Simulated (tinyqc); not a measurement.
Static screening by free carriers: sweeps and comparisons. A value that a table varies takes the place of the one given here.

kF = (3 pi^2 n/Mv)^(1/3), EF = c kF^2/m with c = hbar^2/2m0, n in 1/angstrom^3 (1e-24 per 1/cm^3), e2 = e^2/(4 pi eps0). Thomas-Fermi: qTF^2 = 6 pi e2 n/(eps EF). Debye: qD^2 = 4 pi e2 n/(eps kB T).

F_j(eta) = (1/Gamma(j + 1)) integral_0^infinity x^j dx/(1 + exp(x - eta)), which tends to exp(eta) for eta << 0.

At finite T: qs^2 = qD^2 F_-1/2(eta)/F_1/2(eta), where n = Mv N F_1/2(eta) and N = 2 (m kB T/(4 pi c))^(3/2) with c = hbar^2/2m0, in 1/angstrom^3; times 1e24 for 1/cm^3.

Donor in the screened potential -(e2/eps) exp(-qs r)/r with the trial function exp(-r/a): E(a) = c/(m a^2) - (e2/eps) 4/(a (2 + qs a)^2), e2 = e^2/(4 pi eps0), c = hbar^2/2m0; isotropic mass.

Constants: hbar^2/2m0 = 3.80998211 eV angstrom^2; e^2/(4 pi eps0) = 14.39964547 eV angstrom; kB = 8.617333262e-05 eV/K; a0 (Bohr radius) = 0.5291772105 angstrom.

Inputs chosen for the exercise (near those of InAs; shifted at random, so the results belong to these values and not to a real crystal): m = 0.026 m0 (mass of one isotropic valley); Mv = 1 (valleys); eps = 15.3 (background dielectric constant); T = 300 K; n = 5.2e+17 1/cm^3 (carrier density).

## Screening unbinds the donor

All carriers n are taken as free and screen with qs(T); E(a) is minimised over a; a dash marks no bound state. aB = a0 eps/m.

Donor level:

| n (1/cm^3) | n^(1/3) aB | qs aB | E (meV) | a/aB |
|---|---|---|---|---|
| 3.0e+11 | 0.021 | 0.004 | -1.50 | 1.000 |
| 2.0e+12 | 0.039 | 0.009 | -1.48 | 1.000 |
| 1.0e+13 | 0.067 | 0.021 | -1.45 | 1.000 |
| 3.0e+13 | 0.097 | 0.036 | -1.40 | 1.001 |
| 9.0e+13 | 0.140 | 0.063 | -1.33 | 1.003 |
| 2.0e+14 | 0.182 | 0.094 | -1.25 | 1.006 |
| 6.0e+14 | 0.263 | 0.163 | -1.07 | 1.017 |
| 1.0e+15 | 0.311 | 0.210 | -0.96 | 1.027 |

aB = 311.4 angstrom

How do the results move?

The level rises from -1.50 meV at the lowest density to -0.96 meV at 1e+15 1/cm^3, against -1.51 meV unscreened. It stays bound over this range. This trial function loses binding at qs aB = 1 and the exact Yukawa problem at 1.19; the Mott rule of thumb is n^(1/3) aB = 0.26 (rows below ni, about 9e+14 1/cm^3 for this gap, are formal: thermal pairs then set the screening), which the last bound row of this table passes: the rule belongs to low temperature, and thermal carriers screen more weakly.

## From Debye to Thomas-Fermi

Screening lengths (angstrom):

| n (1/cm^3) | eta | Debye | Thomas-Fermi | finite T |
|---|---|---|---|---|
| 3.0e+14 | -5.86 | 2699 | 343.6 | 2701 |
| 2.0e+15 | -3.96 | 1045 | 250.5 | 1049 |
| 1.0e+16 | -2.32 | 467.5 | 191.6 | 475.3 |
| 4.0e+16 | -0.83 | 233.8 | 152.0 | 248.8 |
| 2.0e+17 | 1.30 | 104.5 | 116.3 | 133.8 |
| 5.0e+17 | 3.14 | 66.12 | 99.80 | 104.5 |
| 2.0e+18 | 8.51 | 33.06 | 79.21 | 79.68 |
| 6.0e+18 | 17.87 | 19.09 | 65.96 | 66.04 |

What does this show?

Debye is within 5 % of the finite-T length up to 1e+16 1/cm^3 of the densities listed and Thomas-Fermi from 5e+17 on. The length goes as n^-0.50 at the low end and n^-0.17 at the high end, against the limits -1/2 and -1/6. Both limits give too short a length.

## What sets the screening length

All results formed anew. Each row changes one parameter from the base and keeps the others.

Results:

| case | Debye (angstrom) | Thomas-Fermi (angstrom) | finite T (angstrom) |
|---|---|---|---|
| base | 64.84 | 99.15 | 103.5 |
| n = 1.04e+18 1/cm^3 | 45.85 | 88.33 | 89.72 |
| m = 0.0338 m0 | 64.84 | 86.96 | 93.58 |
| eps = 18.36 | 71.02 | 108.6 | 113.4 |
| T = 360 K | 71.02 | 99.15 | 105.6 |
| Mv = 2 | 64.84 | 78.70 | 87.45 |

What does this show?

The largest shifts from the base row, up to three for each result and ties (the steps differ in size, so this ranks the rows, not the parameters). Debye (angstrom): n -19.0, T +6.19, eps +6.19; unchanged at the printed digits by m and Mv. Thomas-Fermi (angstrom): Mv -20.5, m -12.2, n -10.8; unchanged at the printed digits by T. finite T (angstrom): Mv -16.1, n -13.8, m -9.96.

(tinyqc, `OMP_NUM_THREADS=1 python tinyqc.py 1680994 1680995 out.jsonl`, Intel(R) Xeon(R) Processor @ 2.30GHz, 1 thread, shared host, about 0.01 s.)
